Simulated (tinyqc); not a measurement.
Drifting, spreading and decaying minority pulse (Haynes-Shockley), Crank-Nicolson time steps: two steps of the calculation.

Low injection in a uniform field: dn/dt = D d2n/dx2 - v dn/dx - n/tau with D = mu Vt and v = mu F towards +x. Exact solution on an infinite bar for a Gaussian start at x0: n = N0 exp(-t/tau) exp(-(x - x0 - v t)^2/(2 s^2))/sqrt(2 pi s^2), s^2 = s0^2 + 2 D t.

Parameters, values chosen for the exercise; mobility close to that of gallium arsenide at room temperature:
- T = 300 K (temperature)
- mu = 394 cm^2/(V s) (minority-carrier mobility)
- F = 2.6 V/cm (sweep field along the drift)
- hx = 130 um (mesh step)
- tau = 0.00031 s (lifetime)
- dt = 1.2e-5 s (time step)

Constants: q = 1.602176634e-19 C, kB = 1.380649e-23 J/K, Vt = kB T/q. Results are converted to the units shown.

Question 1. Coefficients of the scheme. Exponentially fitted fluxes: d = F hx/Vt, B(d) = d/(exp(d) - 1), k = D dt/hx^2; (L n)_i = a n_(i-1) + b n_i + c n_(i+1) with a = k B(-d), c = k B(d), b = -a - c - dt/tau. Explicit steps keep n positive for dt up to 1/[(D/hx^2)(B(d) + B(-d)) + 1/tau].

Give: D; v; d; a; b; c; positivity limit of dt.

Answer 1.

D = 10.19 cm^2/s
v = 1024 cm/s
d = 1.307
a = 1.296
b = -1.686
c = 0.3506
positivity limit of dt = 7.119e-6 s

Question 2. Densities after a time step. (L n)_i = a n_(i-1) + b n_i + c n_(i+1), n = 0 beyond the ends. Crank-Nicolson step: solve n(new) - L n(new)/2 = n + L n/2.

a = 1.2962499
b = -1.6856095
c = 0.35064991
n at t = 1 dt, node 1 to 11 (in units of 1e11 cm^-3): 0.2996295  1.1294067  2.6856644  4.5938351  5.4615852  4.2377339  2.2270849  0.9128877  0.3398074  0.1238939  0.0435780

Give: n at t = 2 dt.

Answer 2.

n at t = 2 dt, node 1 to 11 (in units of 1e11 cm^-3): 0.1973  0.6755  1.5648  2.7734  3.8578  4.1791  3.4483  2.2202  1.1978  0.5794  0.2511

Numbers from tinyqc (`OMP_NUM_THREADS=1 python tinyqc.py 2310015 2310016 out.jsonl`; about 0.01 s on one thread of a shared Intel Xeon 2.30GHz).
